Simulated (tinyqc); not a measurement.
Pressure series at fixed power: global model of a low-pressure process discharge: electron temperature, density, ion flux and ion energy. Computed by tinyqc, a small Python program. Command: `OMP_NUM_THREADS=1 python tinyqc.py 3110920 3110921 out.jsonl plasma walk`. One thread of a shared host (Intel(R) Xeon(R) Processor @ 2.30GHz), about 0.01 s of CPU time with the checks.

Maxwellian electrons with temperature T_e in eV, one positive ion, no negative ions, uniform bulk density n; rate constants have the Arrhenius form.

Inputs (values chosen for the exercise, of the order of those of an inductive discharge in a simple atomic gas): ion mass M = 35.5 u; ionisation prefactor K0 = 2.5e-14 m^3/s; ionisation energy E_iz = 13.4 eV; excitation prefactor X0 = 2.4e-14 m^3/s; excitation energy E_ex = 8.33 eV; elastic rate constant K_el = 7.9e-14 m^3/s; ion-neutral cross section = 7.3e-19 m^2; gas temperature T_g = 600 K; radius R = 8.3 cm; height L = 7 cm; absorbed power P = 2400 W.

Constants: k_B = 1.380649e-23 J/K; e = 1.602176634e-19 C; u = 1.6605390666e-27 kg; m_0 = 9.1093837015e-31 kg.

Method:
- n_g = p/(k_B T_g), lambda_i = 1/(n_g sigma), K_iz = K0 exp(-E_iz/T_e), h_L = 0.86/sqrt(3 + L/(2 lambda_i)), h_R = 0.8/sqrt(4 + R/lambda_i), A_eff = 2 pi R^2 h_L + 2 pi R L h_R and d_eff = pi R^2 L/A_eff follow p.
- Particle balance: K0 exp(-E_iz/T_e) n_g d_eff = u_B, u_B = sqrt(e T_e/M).
- E_c = E_iz + (X0 exp(-E_ex/T_e) E_ex + K_el (3 m_0/M) T_e)/K_iz; E_T = E_c + (5/2) T_e + (T_e/2) ln(M/(2 pi m_0)); n = P/(e u_B A_eff E_T); J = e h_L n u_B. Pressures without a root below 2 E_iz are left out.

Against pressure:
```
p (Pa)  T_e (eV)  E_c (eV)  E_T (eV)  n (1/cm^3)  J (mA/cm^2)
0.2       7.1878     29.60     80.77  1.3084e+12       41.898
0.5       4.2099     40.08     70.05  2.2560e+12       49.337
1.0       3.2086     52.26     75.10  2.8409e+12       46.864
2.0       2.5769     70.67     89.01  3.3362e+12       40.177
5.0       2.0308    110.70    125.16  3.8423e+12       28.979
10.0      1.7454    159.98    172.41  4.1024e+12       21.163
20.0      1.5290    235.11    246.00  4.2608e+12       14.880
```

What follows from these numbers?

T_e falls from 7.19 to 1.53 eV, n changes by a factor 3.3 and J by 0.36; in J = P h_L/(A_eff E_T), E_T changes by a factor 3.05 and is least at 0.5 Pa, between wall losses at high T_e and excitation losses at low T_e.

Extremes, crossings and ranges named in words are read from the listed rows.
